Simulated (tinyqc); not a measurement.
# Deep-level transient spectroscopy, step by step

Computed by the program tinyqc: `OMP_NUM_THREADS=1 python tinyqc.py 2050128 2050129 out.jsonl`, one thread of a shared Intel Xeon 2.30GHz, about 0.01 s for the whole run. Printed values are rounded.

Schottky contact on an n-type layer with shallow donors Nd (all ionised) and a donor-like deep trap, neutral when filled and positive when empty; depletion approximation. Traps within lam of the depletion edge stay filled. A long pulse to Vp fills the traps beyond x1 = Wp - lam; back at Vr those between x1 and x2 = Wr - lam emit. A rate window reads S = C(t2) - C(t1).

Inputs (values chosen for the exercise); material values close to those of gallium nitride: relative permittivity eps_r = 9.63; conduction-band density of states at 300 K Nc = 2.31e18 cm^-3; thermal velocity at 300 K vth = 2.7e7 cm/s; shallow donor density Nd = 9.5e15 cm^-3; built-in voltage Vbi = 1.09 V; depth of the trap below the conduction edge Et = 0.24 eV; capture cross-section sn = 4.4e-17 cm^2; trap density Nt = 6.3e13 cm^-3; reverse bias Vr = 6.2 V; reverse bias during the filling pulse Vp = 0 V; first sampling time t1 = 0.2 ms; second sampling time t2 = 0.5 ms; temperature of the transient T = 222 K; field at the trap F = 5.3 kV/cm.

Constants: q = 1.602176634e-19 C, kB = 1.380649e-23 J/K, eps0 = 8.8541878128e-14 F/cm where lengths are in cm. Results are converted to the units shown.

## Emission rate and rate window

Emission rate en = sn vth(T) Nc(T) exp(-Et/kB T) = sn g T^2 exp(-Et/kB T), g = vth Nc/(300 K)^2, as vth goes as T^0.5 and Nc as T^1.5 (degeneracy factor 1). For an exponential transient S peaks where en = ew = ln(t2/t1)/(t2 - t1).

g = 6.93e20 cm^-2 s^-1 K^-2
en = 5351.592 1/s
1/en = 0.1868603 ms
ew = 3054.302 1/s

## Widths

lam = sqrt(2 eps0 eps_r (EF - ET)/(q Nd)), EF - ET = Et - (kB T/q) ln(Nc(T)/Nd), Nc(T) = Nc (T/300 K)^1.5. In the steady state at the band bending V, 2 eps0 eps_r V/q = Nd W^2 + Nt (W - lam)^2 (the second term only if W > lam). V = Vbi + Vr gives Wr and V = Vbi + Vp gives Wp; x1 = max(Wp - lam, 0).

lam = 126.8168 nm
Wr = 901.5472 nm
Wp = 348.9924 nm
x1 = 222.1756 nm
x2 = 774.7304 nm
G = (x2^2 - x1^2)/Wr^2 = 0.6777237

The rule Nt = 2 Nd |dC|/C assumes G = 1 and would understate Nt by a factor of about 1/G = 1.48 here (the limit of small Nt/Nd).

## The transient

```
sample,t (ms)
0,0
1,0.1
2,0.2
3,0.35
4,0.5
5,1
6,2.5
```

W(t)^2 = Wr^2 + (Nt/Nd)(x2^2 - x1^2) exp(-en t), C = eps0 eps_r/W; for small Nt, dC/C = -(Nt/2 Nd) G exp(-en t) with G = (x2^2 - x1^2)/Wr^2. S = C(t2) - C(t1).

```
sample,C (nF/cm^2),C - C(final) (pF/cm^2)
0,9.436540,-21.18192
1,9.445301,-12.42091
2,9.450443,-7.27933
3,9.454458,-3.26395
4,9.456259,-1.46299
5,9.457621,-0.10075
6,9.457722,-0.00003
```

S = 5.816334 pF/cm^2

## Step 1: peak temperature

T at the start = 300 K

Fixed-point step for en(T) = ew: T(new) = (Et q/kB)/ln(sn g T^2/ew), g = vth Nc/(300 K)^2.

T after step 1 = 203.1651 K

## Course of the iteration for the peak temperature

Start from 300 K; stop when T changes by less than 1e-8 K.

Course of the iteration:
```
step,T (K),change (K)
1,203.1651,96.8
2,215.4146,12.2
3,213.4812,1.93
4,213.7766,0.295
5,213.7313,0.0454
6,213.7382,6.96e-3
7,213.7372,1.07e-3
8,213.7373,1.64e-4
9,213.7373,2.52e-5
10,213.7373,3.87e-6
11,213.7373,5.93e-7
12,213.7373,9.11e-8
13,213.7373,1.40e-8
14,213.7373,2.15e-9
```

Converged in 14 steps; each multiplies the error by -2 kB T/Et = -0.15.

## Poole-Frenkel lowering

A Coulomb centre of charge +q (when empty) in the field F lowers its barrier by dE = sqrt(q F/(pi eps0 eps_r)) along the field. One-dimensional rate: en exp(b), b = dE/kB T; three-dimensional (Hartke): en {[1 + (b - 1) exp(b)]/b^2 + 1/2}.

dE = 17.80454 meV
b = 0.9306895
rate, one-dimensional = 13573.02 1/s
rate, three-dimensional = 7768.069 1/s

The one-dimensional form is 75 % above the three-dimensional one, which counts the directions in which the barrier is lowered less or not at all.
